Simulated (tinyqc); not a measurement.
# Threshold spread from leakage statistics

Question. VT is Gaussian with standard deviation s and Ioff goes as exp(-VT/(n Vt)), so Ioff is log-normal: mean/median = exp(w^2/2) with w = s/(n Vt). Find w, s, the relative standard deviation sqrt(exp(w^2) - 1) and the share of devices that leak more than the mean, erfc(w/(2 sqrt(2)))/2.

Values chosen for this exercise: temperature T = 273 K; subthreshold factor n = 1.27.

Constants: q = 1.602176634e-19 C, kB = 1.380649e-23 J/K, Vt = kB T/q. Results are converted to the units shown.

mean/median of the off current = 1.4183593

Solution. w = sqrt(2 ln(mean/median)); the mean lies w/2 standard deviations out in ln Ioff.

w = 0.8361
s = 24.98 mV
relative standard deviation = 1.006
share above the mean = 33.80 %

Program tinyqc, `OMP_NUM_THREADS=1 python tinyqc.py 2090154 2090155 out.jsonl`; Intel Xeon 2.30GHz, shared host, one thread, about 0.01 s.
